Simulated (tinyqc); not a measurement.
Bandgap voltage reference from two bipolar transistors: output against temperature.

Two transistors of area 1 and N carry the same current I. Is(T) = Is (T/T0)^eta exp[(Vg0 q/kB)(1/T0 - 1/T)], VBE1 = Vt ln(I/Is(T)) + I rb, VBE2 = Vt ln(I/(N Is(T))) + I rb/N. The amplifier forces I R1(T) = VBE1 - VBE2 + Vos, with R(T) = R (1 + tc (T - T0)) for both resistors, and the output is Vref = VBE1 + I R2(T). Base currents and the Early effect are neglected.

Vt = kB T/q; I = (Vt ln N + Vos)/(R1(T) - rb (1 - 1/N)).

Values chosen for this exercise; values of the order met in silicon bipolar transistors:

| symbol | value | unit | meaning |
|---|---|---|---|
| T0 | 300 | K | reference temperature |
| Vg0 | 1.207 | V | band-gap voltage extrapolated to 0 K |
| eta | 4.1 |  | temperature exponent of the saturation current |
| Is | 4.8e-16 | A | saturation current of the unit transistor at T0 |
| N | 4 |  | area ratio of the second transistor |
| R1 | 8.3 | kohm | resistor across which the difference of VBE falls, at T0 |
| tc | 0 | ppm/K | temperature coefficient of both resistors |
| Vos | -2.1 | mV | offset of the amplifier |
| rb | 0 | ohm | series resistance of the unit transistor |
| R2 | 165.7 | kohm | output resistor at T0 |

Constants: q = 1.602176634e-19 C, kB = 1.380649e-23 J/K. Results are converted to the units shown.

Result of one run:
```
I (uA)  VBE1 (V)  I R2 (V)  Vref (V)  Vref - Vref(T0) (mV)  dVref/dT (uV/K)
4.396     0.5375    0.7284     1.266                 1.373            49.94
```

Which temperature T gave this result: 218, 233, 273, 323 or 398 K?

T = 323 K.

The whole series:
```
T (K)  I (uA)  VBE1 (V)  I R2 (V)  Vref (V)  Vref - Vref(T0) (mV)  dVref/dT (uV/K)
218     2.885    0.7775    0.4780     1.255                -9.032            155.1
233     3.101    0.7439    0.5138     1.258                -6.840            137.3
253     3.388    0.6987    0.5615     1.260                -4.317            115.3
273     3.676    0.6531    0.6092     1.262                -2.217            94.93
298     4.036    0.5956    0.6688     1.264               -0.1412            71.49
323     4.396    0.5375    0.7284     1.266                 1.373            49.94
348     4.756    0.4789    0.7880     1.267                 2.369            30.01
373     5.116    0.4198    0.8476     1.267                 2.885            11.46
398     5.475    0.3602    0.9073     1.267                 2.952           -5.886
423     5.835    0.3002    0.9669     1.267                 2.599           -22.17
```

VBE1 falls by 2.33 mV/K on average and I R2 rises by 2.38 mV/K. The slope of Vref vanishes at T = 389 K. Between 233 and 398 K Vref spans 9.82 mV, or 47.1 ppm/K by the box method (span over the average over T, over 165 K).

Computed by the program tinyqc: `OMP_NUM_THREADS=1 python tinyqc.py 2062069 2062070 out.jsonl`, one thread of a shared Intel Xeon 2.30GHz, about 0.02 s for the whole run.
